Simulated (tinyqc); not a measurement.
# Frequency dispersion of an accumulation capacitance by border traps, distributed model, step by step

tinyqc, about 0.4 s, one thread, Intel Xeon 2.30GHz (shared host): `OMP_NUM_THREADS=1 python tinyqc.py 2202158 2202159 out.jsonl` Printed values are rounded.

Traps spread evenly through the insulator exchange electrons with the semiconductor by tunnelling, with tau(x) = t0 exp(2 ka x) at depth x from the interface. The admittance per area Y seen at depth x obeys dY/dx = -Y^2/(i w eps0 eox) + q Nb ln(1 + i w tau)/tau, with Y(0) = i w Cs and w = 2 pi f; the gate sees Y(tox) = G + i w C. Working variable y = Y/(i w), in uF/cm^2. Cox = eps0 eox/tox.

Inputs (values chosen for the exercise); permittivity close to that of hafnium oxide: relative permittivity of the insulator eox = 19.5; insulator thickness tox = 7.3 nm; semiconductor capacitance in accumulation Cs = 3.6 uF/cm^2; density of border traps Nb = 9.3e18 cm^-3 eV^-1; decay constant of the wave function in the insulator ka = 5.7 1/nm; time constant of a trap at the interface t0 = 1e-10 s; frequency f = 1e6 Hz; depth down to which the steps are taken xe = 1.1 nm.

Constants: q = 1.602176634e-19 C, eps0 = 8.8541878128e-14 F/cm where lengths are in cm. Results are converted to the units shown.

## Scales and lumped estimate

Cox; trap-free value 1/(1/Cox + 1/Cs); response depth d = ln(1/(w t0))/(2 ka), where w tau = 1; lumped estimate: all traps within d act as C_bt = q Nb d placed at d/2, so C = 1/{1/[1/(1/Cs + d/(2 eps0 eox)) + C_bt] + (tox - d/2)/(eps0 eox)}.

Cox = 2.365160 uF/cm^2
trap-free C = 1.427384 uF/cm^2
d = 0.6467073 nm
C_bt = 0.09636096 uF/cm^2
lumped C = 1.444365 uF/cm^2

The traps within reach amount to 0.0268 Cs and lie in the first 8.86 % of the insulator.

## Midpoint steps through the active depth

In terms of y: dy/dx = -y^2/(eps0 eox) + s(x), s = q Nb ln(1 + z)/z, z = i w tau. 11 midpoint steps of h = xe/11: y_half = y + (h/2) y'(x, y), y(new) = y + h y'(x + h/2, y_half).

| point | x (nm) | s (uF/(cm^2 nm)) | y (uF/cm^2) |
|---|---|---|---|
| 0 | 0 | 0.1490024-0.0000468i | 3.600000+0.000000i |
| 1 | 0.1 | 0.1490022-0.0001464i | 3.541087-0.000008i |
| 2 | 0.2 | 0.1490006-0.0004576i | 3.484541-0.000033i |
| 3 | 0.3 | 0.1489841-0.0014307i | 3.430230-0.000112i |
| 4 | 0.4 | 0.1488237-0.0044663i | 3.378029-0.000358i |
| 5 | 0.5 | 0.1472872-0.0137491i | 3.327780-0.001122i |
| 6 | 0.6 | 0.1347319-0.0375846i | 3.278976-0.003401i |
| 7 | 0.7 | 0.0870069-0.0598511i | 3.229168-0.008452i |
| 8 | 0.8 | 0.0362958-0.0457481i | 3.175575-0.013646i |
| 9 | 0.9 | 0.0125778-0.0239835i | 3.120335-0.016483i |
| 10 | 1 | 0.0041231-0.0106933i | 3.065659-0.017484i |
| 11 | 1.1 | 0.0013289-0.0043878i | 3.012417-0.017551i |

## Capacitance and conductance at the gate

y at xe = 3.012417-0.017551i uF/cm^2

Beyond xe the traps are ignored, so 1/y(tox) = 1/y(xe) + (tox - xe)/(eps0 eox); C = Re y, G/w = -Im y, loss tangent G/(w C).

y at the gate = 1.447078-0.004050i uF/cm^2
C = 1.447078 uF/cm^2
G/w = 0.004049863 uF/cm^2
loss tangent = 0.002798648

A fine integration over the whole insulator gives C = 1.4471 and G/w = 0.004156 uF/cm^2; the coarse G/w is 2.6 % below that. The fine C is 1.4 % above the trap-free value, and the lumped estimate is 0.19 % below the fine result.
